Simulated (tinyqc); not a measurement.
Heavy doping: gap narrowing, degeneracy and the minority density: sweeps and comparisons. A value that a table varies takes the place of the one given here.

F_j(eta) = (1/Gamma(j + 1)) integral_0^infinity x^j dx/(1 + exp(x - eta)), which tends to exp(eta) for eta << 0.

Empirical narrowing (Slotboom form, constants chosen for the exercise; published fits of this form give the apparent narrowing, here it is taken as the true one): dEg = E0 [ln(N/N0) + sqrt(ln(N/N0)^2 + C)].

Majority: N = Nc F_1/2(eta), eta the distance of EF beyond the majority band edge in kT. Degeneracy factor gam = F_1/2(eta)/exp(eta). ni0^2 = Nc Nv exp(-Eg/kT); product n p = ni0^2 gam exp(dEg/kT), dEg the true narrowing; apparent narrowing dEa = dEg + kT ln gam; minority density = n p/N.

Bipolar transistor with N as emitter doping: beta = K (N/NB) exp((dEa_B + dG - dEa_E)/kT), dEa_E = dEg(N) + kT ln gam, dEa_B = dEg(NB). For the sweep in T, Nc is scaled as (T/T0)^(3/2) from its value at T0 = T.

Constants: kB = 8.617333262e-05 eV/K.

Values chosen for the exercise (gap and densities of states near those of Ge at this temperature; narrowing constants of the size fitted for Si, not for this material; shifted at random, so the results belong to these values and not to a real crystal): Eg = 0.599 eV (gap); Nc = 1.9e+19 1/cm^3 (conduction-band density of states); Nv = 9.27e+18 1/cm^3 (valence-band density of states); T = 450 K; E0 = 8.29 meV (narrowing scale); N0 = 1.3e+17 1/cm^3 (onset density); C = 0.5 (smoothing constant); N = 1.4e+18 1/cm^3 (ionised donors, equal to the majority density); NB = 9e+16 1/cm^3 (base doping); K = 2.3 (ratio (D_B W_E)/(D_E W_B)); dG = 50 meV (extra narrowing of the base by alloying).

## Narrowing against degeneracy

N takes the values listed; the last column is N over the factor gam exp(dEg/kT), the doping that a simple model would need to give the same minority density.

Results:
```
N (1/cm^3)    eta      gam  dEg (meV)  dEa (meV)  minority (1/cm^3)  effective doping (1/cm^3)
6.0e+16     -5.76    0.999        2.3        2.2           6.08e+14                   5.66e+16
2.0e+17     -4.55    0.996       10.4       10.3           2.25e+14                   1.53e+17
6.0e+17     -3.44    0.989       26.6       26.2           1.13e+14                   3.05e+17
2.0e+18     -2.21    0.964       46.1       44.6           5.45e+13                   6.33e+17
6.0e+18     -1.04    0.895       64.1       59.8           2.68e+13                   1.28e+18
2.0e+19      0.42    0.693       83.9       69.7           1.04e+13                   3.32e+18
6.0e+19      2.22    0.343      102.0       60.5           2.73e+12                   1.26e+19
2.0e+20      5.66   0.0368      122.0       -6.1           1.47e+11                   2.34e+20
4.0e+20      9.13  0.00229      133.4     -102.3           6.15e+09                   5.60e+21
```

dEg grows steadily to 133.4 meV, while the apparent value peaks at 69.7 meV for N = 2e+19 and falls to -102.3 meV as the Fermi level enters the band. N grows by a factor 33 from the third to the sixth row and the effective doping by 10.9.

## Current gain against temperature

Gain:
```
T (K)  beta  beta with dG = 0  without narrowing
150     115              2.39               35.8
200    84.5              4.64               35.8
250    70.6              6.93               35.8
300    62.8              9.07               35.8
350    57.8              11.0               35.8
400    54.3              12.7               35.8
450    51.7              14.3               35.8
```

dEa_B + dG - dEa_E at T0 = 14.3 meV

beta is 115 at 150 K and 51.7 at 450 K, since the net exponent is positive: the gap is narrower in the base. At 300 K narrowing and degeneracy change the gain by a factor 0.254 and alloying the base by 6.92.

## What moves the minority density and the gain

All results formed anew. Each row changes one parameter from the base and keeps the others.

Results:
```
case                  dEg (meV)  dEa (meV)  minority (1/cm^3)  beta
base                      40.26      39.25           6.77e+13  51.7
N = 2.8e+18 1/cm^3        51.56      49.55           4.42e+13  79.4
E0 = 9.948 meV            48.31      47.30           8.34e+13  42.8
N0 = 2.6e+17 1/cm^3       29.09      28.09           5.08e+13  65.9
Eg = 0.619 eV             40.26      39.25           4.04e+13  51.7
Nc = 2.47e+19 1/cm^3      40.26      39.48           8.86e+13  51.4
NB = 1.8e+17 1/cm^3       40.26      39.25           6.77e+13  29.9
```

The largest shifts from the base row, up to three for each result and ties (the steps differ in size, so this ranks the rows, not the parameters). dEg (meV): N +11.31, N0 -11.16, E0 +8.05; unchanged at the printed digits by Eg, Nc and NB. dEa (meV): N0 -11.16, N +10.30, E0 +8.05; unchanged at the printed digits by Eg and NB. minority (1/cm^3): Eg -2.73e+13, N -2.36e+13, Nc +2.08e+13; unchanged at the printed digits by NB. beta: N +27.6, NB -21.9, N0 +14.2; unchanged at the printed digits by Eg.

Run: tinyqc, `OMP_NUM_THREADS=1 python tinyqc.py 1652699 1652700 out.jsonl`; Intel(R) Xeon(R) Processor @ 2.30GHz, one thread, shared host; about 0.01 s of CPU time with all checks.
